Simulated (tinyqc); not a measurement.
Which substrate gives the strongest standing wave: standing waves and exposure in a photoresist film.

Values chosen for the exercise:
- lam = 365 nm (vacuum wavelength)
- n1 = 1.694 (resist index)
- A = 0.51 1/micrometre (bleachable absorption (Dill A))
- B = 0.05 1/micrometre (fixed absorption (Dill B))

r12 = (N1 - Ns)/(N1 + Ns) with N1 = n1 + i (A + B) lam/(4 pi), lam in micrometres, and Ns = ns + i ks chosen for the exercise, each substrate thick; contrast 2|r|/(1 + |r|^2); the intensity at the interface relative to the forward wave is |1 + r12|^2.

Cases:
```
case            ns     ks
near Cu      1.282  1.993
near Si      6.533  2.726
near Si3N4   2.102  0.000
near W       3.465  2.370
near polySi  4.880  2.566
```

Rank the cases by |r12|^2, lowest first.

Answer: near Si3N4, near W, near Cu, near polySi, near Si.

Results:
```
case            ns     ks  |r12|^2  contrast  phase (degrees)  |1 + r12|^2
near Cu      1.282  1.993   0.3162     0.854           -112.3        0.890
near Si      6.533  2.726   0.4090     0.908           -169.2        0.153
near Si3N4   2.102  0.000   0.0116     0.213            177.5        0.797
near W       3.465  2.370   0.2685     0.817           -151.8        0.355
near polySi  4.880  2.566   0.3338     0.866           -162.8        0.230
```

The strongest reflector is the case near Si (0.409) and the weakest near Si3N4 (0.0116). The intensity at the interface depends on the phase too: it is lowest for the case near Si (0.153, phase -169 degrees) and highest for near Cu (0.890); a strong reflector with a phase of 180 degrees would put a node there.

(tinyqc, `OMP_NUM_THREADS=1 python tinyqc.py 1650929 1650930 out.jsonl`, Intel(R) Xeon(R) Processor @ 2.30GHz, 1 thread, shared host, about 0.01 s.)
